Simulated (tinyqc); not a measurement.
Defect-molecule model of a vacancy with Jahn-Teller distortion, step by step. Values are carried at full precision from step to step, so a last printed digit may differ when a step is redone from the rounded ones.

Four dangling hybrids a, b, c, d point into the vacancy: H_ii = E0, and -gm between any two. A tetragonal distortion Q pairs a with b and c with d: those two couplings become -gm - I Q and the other four -gm + I Q/2, at an elastic cost k Q^2/2. The a1 level holds two electrons; charge states 2+, + and 0 put n = 0, 1, 2 more into the lowest level of t2 origin. Energy from the 2+ state at Q = 0, with the Fermi level mu counted from Ev: W_n(Q) = n (et - 2 I Q) + k Q^2/2 + Uc n (n - 1)/2 - n mu. et = E0 + gm is the undistorted t2 level.

Inputs chosen for the exercise (of the size used for the vacancy in silicon; shifted at random, so the results belong to these values and not to a real crystal): E0 = -0.09 eV (level of a dangling hybrid, from Ev); gm = 0.28 eV (coupling between two dangling hybrids); I = 0.93 eV/angstrom (Jahn-Teller coupling); k = 18.8 eV/angstrom^2 (force constant of the mode); Uc = 0.15 eV (repulsion of two electrons in one orbital); Q = 0.22 angstrom (a trial distortion).

## The molecule at a trial distortion

Fill in H at Q.

H (eV), rows a, b, c, d and columns alike:
```
[[-0.0900, -0.4846, -0.1777, -0.1777],
 [-0.4846, -0.0900, -0.1777, -0.1777],
 [-0.1777, -0.1777, -0.0900, -0.4846],
 [-0.1777, -0.1777, -0.4846, -0.0900]]
```

## One-electron levels

Diagonalise. By symmetry: a + b + c + d at E0 - 3 gm, a + b - c - d at E0 + gm - 2 I Q, and the pair a - b, c - d at E0 + gm + I Q.

levels (eV): [-0.9300, -0.2192, 0.3946, 0.3946]

The t2 triplet has split by 3 I Q = 0.6138 eV, and its centre has stayed.

## Relaxed charge states

Minimise W_n over Q: Q_n = 2 n I/k, gain n^2 E_JT with E_JT = 2 I^2/k. W_n at mu = 0 is n et - n^2 E_JT + Uc n (n - 1)/2.

E_JT = 0.0920 eV

States:
```
n  charge  Q_n (angstrom)  gain (eV)  W_n (eV)
0      2+          0.0000     0.0000    0.0000
1       +          0.0989     0.0920    0.0980
2       0          0.1979     0.3680    0.1620
```

## Transition levels and the effective U

From the energies W_n of the relaxed states with n = 0, 1, 2 electrons: E(2+/+) = W1 - W0, E(+/0) = W2 - W1, U_eff = E(+/0) - E(2+/+), E(2+/0) = (W2 - W0)/2.

levels above Ev (eV): (2+/+) 0.0980, (+/0) 0.0640, (2+/0) 0.0810

U_eff = -0.0340 eV

U_eff < 0: the second electron is bound more strongly than the first, the + state is never the lowest, and the charge changes by two at 0.0810 eV.

## Vertical against thermal levels

At fixed Q the level for adding the first electron is et - 2 I Q. Capture into 2+ at Q0 = 0 costs et; removal from + at Q1 = 2 I/k takes place at et - 2 E_JT, E_JT = 2 I^2/k; the thermal level lies between, and the Franck-Condon shift is E_JT on each side. et = E0 + gm.

levels (eV): vertical at Q0 0.1900, thermal 0.0980, vertical at Q1 0.0060

Stokes shift = 0.1840 eV

## Checks

- W2 from the formula against a numerical minimum over Q with the level from H(Q): both 0.16196.

(tinyqc, `OMP_NUM_THREADS=1 python tinyqc.py 1482422 1482423 out.jsonl`, Intel(R) Xeon(R) Processor @ 2.30GHz, 1 thread, shared host, about 0.01 s.)
